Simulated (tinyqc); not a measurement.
## Undoped gate-all-around wire MOSFET, analytic charge model: effect of the temperature

An undoped round wire of radius R under an insulator shell and a surrounding gate; long channel, electrons only, n = ni exp((psi - V)/Vt) with V the quasi-Fermi potential (0 at the source, Vd at the drain), constant mobility, no quantisation. The radial Poisson equation gives n(r) = n(0)/(1 - (1 - b) r^2/R^2)^2 with b = Q0/(Q + Q0). Q is the electron charge per area of the wire surface.

Nc and Nv are given at 250 K and scale as (T/250 K)^1.5; Eg and mu are held fixed. ni = sqrt(Nc Nv) exp(-Eg/(2 Vt)), Eg in volts; Cox = eps0 eox/(R ln(1 + tox/R)); Q0 = 4 eps0 eps_r Vt/R; V0 = dphi + Vt ln[8 eps0 eps_r Vt/(q ni R^2)]. Q solves Vg - V0 - V = Q/Cox + Vt ln(Q/Q0) + Vt ln(1 + Q/Q0). I = mu (2 pi R/L)[2 Vt (Qs - Qd) + (Qs^2 - Qd^2)/(2 Cox) + Vt Q0 ln((Qd + Q0)/(Qs + Q0))], with Qs at V = 0 and Qd at V = Vd.  I(low) is taken at Vg = 0.2 V, Qs and I(high) at Vg = 0.95 V.

Parameters, values chosen for the exercise; material values those of a made-up semiconductor:
```
symbol    value        unit                                                         meaning
Eg        0.871          eV                                                        band gap
eps_r      8.82                                  relative permittivity of the semiconductor
Nc      1.96e19       cm^-3  conduction-band density of states at the reference temperature
Nv      1.92e19       cm^-3     valence-band density of states at the reference temperature
eox        22.9                                 relative permittivity of the gate insulator
tox         5.2          nm                                             insulator thickness
R             6          nm                                                     wire radius
dphi       0.06           V              gate work function less that of the intrinsic body
mu          190  cm^2/(V s)                                                channel mobility
L           0.1          um                                                     gate length
Vd          0.5           V                                                   drain voltage
```

Constants: q = 1.602176634e-19 C, kB = 1.380649e-23 J/K, Vt = kB T/q, eps0 = 8.8541878128e-14 F/cm where lengths are in cm. Results are converted to the units shown.

Result of one run:
```
T (K)  V0 (V)  I(low) (nA)  Qs(high) (nC/cm^2)  I(high) (uA)
430    0.4070        1.914                1986         34.70
```

What becomes of these results when the temperature T is changed from 430 to 220 K, all else the same?

Result of the changed run:
```
T (K)  V0 (V)  I(low) (nA)  Qs(high) (nC/cm^2)  I(high) (uA)
220    0.4566     1.778e-4                2045         32.73
```

The whole series:
```
T (K)  V0 (V)  I(low) (nA)  Qs(high) (nC/cm^2)  I(high) (uA)
220    0.4566     1.778e-4                2045         32.73
250    0.4499     0.001588                2026         32.80
280    0.4430     0.009168                2012         32.96
310    0.4361      0.03868                2002         33.19
340    0.4289       0.1293                1994         33.50
370    0.4217       0.3616                1989         33.85
400    0.4144       0.8797                1986         34.26
430    0.4070        1.914                1986         34.70
```

As T goes from 220 to 430 K, I(low) rises from 1.78e-4 to 1.91 nA and I(high) rises from 32.7 to 34.7 uA. V0 falls from 0.457 to 0.407 V. In every row the surface density at the source at the higher gate voltage passes 0.3 Nc, where Boltzmann statistics fail. In every row mu V/L at the higher gate voltage, with V the smaller of Vd and Vg - V0, passes 3e6 cm/s, so velocity saturation would lower the current. In every row the mobility is held fixed, though a real one changes with T. In every row the body is thin enough for quantum confinement, left out here, to raise the threshold.

Program tinyqc, `OMP_NUM_THREADS=1 python tinyqc.py 2460116 2460117 out.jsonl`; Intel Xeon 2.30GHz, shared host, one thread, about 0.03 s.
